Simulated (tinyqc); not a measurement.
# Composition from the perpendicular lattice constant

Inverse problem. The layer is x parts of the first compound and 1 - x of the second, grown coherently on the third as substrate and barrier. Rows of the table: lattice constant a, average valence level Ea on an absolute scale, spin-orbit splitting so, gaps at Gamma, X and L, hydrostatic deformation potentials av and ac (Gamma), shear potential b, elastic constants, electron and heavy-hole (along z) masses. All are interpolated linearly in x; gaps get -C x (1 - x), taken wholly in the conduction band; real line-ups can differ from this model by 0.1 eV or more. In-plane strain e = (a_substrate - a)/a, e_z = -2 (c12/c11) e, volume change 2 e + e_z. X-ray diffraction gives a_z = a (1 + e_z) of the coherent layer. Find x, e and the relaxed Gamma gap.

Values chosen for this exercise:
```
symbol,value,unit,meaning
CG,0.65,eV,bowing of the Gamma gap
CX,0.2,eV,bowing of the X gap
CL,1.03,eV,bowing of the L gap
```

Binary compounds, values chosen for the exercise:

|  | close to InP | close to GaP | close to GaAs |
|---|---|---|---|
| a (angstrom) | 5.869 | 5.451 | 5.653 |
| Ea (eV) | -7.04 | -7.4 | -6.92 |
| so (eV) | 0.11 | 0.081 | 0.34 |
| EG (eV) | 1.33 | 2.79 | 1.41 |
| EX (eV) | 2.17 | 2.24 | 1.89 |
| EL (eV) | 1.94 | 2.59 | 1.7 |
| av (eV) | 1.28 | 1.69 | 1.16 |
| ac (eV) | -5.07 | -7.22 | -7.27 |
| b (eV) | -1.69 | -1.82 | -1.71 |
| c11 (GPa) | 99.8 | 141 | 120 |
| c12 (GPa) | 56.7 | 62.4 | 54.2 |
| me (m0) | 0.0791 | 0.131 | 0.0673 |
| mh (m0) | 0.533 | 0.334 | 0.349 |

lattice constant along the growth direction = 5.75986443 angstrom

Answer. a_z changes steadily with x, about (1 + 2 c12/c11) times as fast as the relaxed lattice constant, so one composition matches.

x = 0.6100
e = -0.9285 %
relaxed Gamma gap = 1.745 eV

Program tinyqc, `OMP_NUM_THREADS=1 python tinyqc.py 2690151 2690152 out.jsonl`; Intel Xeon 2.30GHz, shared host, one thread, about 0.01 s.
